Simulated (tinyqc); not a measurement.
Monte Carlo simulation of one carrier in a uniform electric field: one step, computed by the program tinyqc. Command: `OMP_NUM_THREADS=1 python tinyqc.py 3009659 3009660 out.jsonl mcfl walk`. One thread of a shared host (Intel(R) Xeon(R) Processor @ 2.30GHz), about 3 s of CPU time with the checks.

The force e F acts along +z. Flights end at the constant total rate Gamma; the part of Gamma that the real rates do not fill is self-scattering, which leaves k unchanged. One valley, no impurities and no intervalley scattering.

Problem. Scattering event 2. Parabolic band: E = hbar^2 k^2/(2 m), speed v = hbar k/m, states per spin, volume and energy g(E) = m k/(2 pi^2 hbar^2). Masses are multiplied by m_0 and all formulas are in SI units. Phonon occupation N_q = 1/(exp(hbar w/(k_B T)) - 1). Acoustic deformation potential (elastic, equipartition, absorption and emission together): 1/tau = 2 pi k_B T D_A^2 g(E)/(hbar rho v_l^2). Polar optical, unscreened: W = e^2 w (1/eps_inf - 1/eps_s) m (1 + 2 alpha E') ln|(k + k')/(k - k')| / (4 pi eps_0 hbar^2 k), times N_q for absorption (E' = E + hbar w) and N_q + 1 for emission (E' = E - hbar w > 0), with alpha = 0 for a parabolic band; mean cosine of the angle <cos> = (k^2 + k'^2)/(2 k k') - 1/ln|(k + k')/(k - k')|. Choice: with cumulative rates in the order acoustic, absorption, emission, the process is the first whose sum exceeds r2 Gamma; if none, self-scattering. Final state: E' = E, E + hbar w or E - hbar w gives k'. Isotropic processes: cos(theta) = 1 - 2 r3 from the z axis, phi = 2 pi r4, k' (sin theta cos phi, sin theta sin phi, cos theta). Polar processes: cos(b) = [1 + xi - (1 + 2 xi)^r3]/xi, xi = 2 k k'/(k - k')^2, b from the old direction n; new direction cos b n + sin b (cos phi e1 + sin phi e2), e1 = (z x n)/|z x n|, e2 = n x e1. Use row 2 of the random numbers.

Inputs (values chosen for the exercise, for a model polar semiconductor):
```
quantity                             value    unit
effective mass m                     0.074     m_0
static permittivity eps_s             9.15       -
high-frequency permittivity eps_inf   8.22       -
density rho                           4520  kg/m^3
sound velocity v_l                    5780     m/s
acoustic deformation potential D_A     5.1      eV
optical phonon energy hbar w          55.6     meV
lattice temperature T                  300       K
```

Crystal: polar. Band: parabolic.

k at the end of the flight (1/nm): -0.1600000  -0.2200000  -0.0722601

Random numbers (0.02 to 0.98, from up to 60 sets tried for early real events), one row a flight:
```
       r1      r2      r3      r4
1  0.2677  0.6304  0.3923  0.4262
2  0.2778  0.0378  0.1753  0.9641
3  0.3364  0.6836  0.6519  0.6491
4  0.6258  0.8731  0.7465  0.3653
5  0.7731  0.2630  0.8065  0.1950
6  0.5197  0.4228  0.7717  0.6290
7  0.3914  0.9069  0.0447  0.4892
```

Gamma = 8.131398 1e12/s

Constants: hbar = 1.054571817e-34 J s; m_0 = 9.1093837015e-31 kg; e = 1.602176634e-19 C; k_B = 1.380649e-23 J/K; hbar = 6.582119569e-16 eV s; eps_0 = 8.8541878128e-12 F/m; k_B = 8.617333262e-05 eV/K.

Give: cumulative rates; r2 Gamma; process chosen; k after event 2, the start of the next flight.

Solution.

cumulative rates (1e12/s): acoustic 0.0943, absorption 1.1555, emission 1.1555

r2 Gamma = 0.30737 1e12/s

Process chosen: absorption

k after event 2, the start of the next flight (1/nm): -0.10043  -0.39780  -0.13742
